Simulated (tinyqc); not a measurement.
## Magnetoresistance against angle

Conductance G = G0 (1 + P1 P2 cos(phi)) at low bias, phi the angle between the magnetisations, normalised to Rp = RA/area at phi = 0.

Inputs (values chosen for the exercise): diameter Dm = 44 nm; spin polarisation of the reference layer P1 = 0.57; spin polarisation of the free layer P2 = 0.59; resistance-area product, parallel state RA = 13.4 ohm um^2.

Magnetoresistance against angle:

| phi (degree) | R (kohm) | R/Rp - 1 (%) | share of the full TMR (%) |
|---|---|---|---|
| 0 | 8.813 | 0 | 0 |
| 20 | 8.949 | 1.541 | 1.521 |
| 45 | 9.514 | 7.958 | 7.852 |
| 70 | 10.56 | 19.85 | 19.58 |
| 90 | 11.78 | 33.63 | 33.19 |
| 110 | 13.31 | 51.00 | 50.32 |
| 135 | 15.45 | 75.32 | 74.32 |
| 160 | 17.22 | 95.37 | 94.11 |
| 180 | 17.74 | 101.3 | 100.0 |

R rises from 8.81 to 17.7 kohm, TMR0 = 101 %. It is the conductance that follows cos(phi), so at 90 degrees R has covered only (1 - P1 P2)/2 = 33.2 % of its range.

Numbers from tinyqc (`OMP_NUM_THREADS=1 python tinyqc.py 2450062 2450063 out.jsonl`; about 0.01 s on one thread of a shared Intel Xeon 2.30GHz).
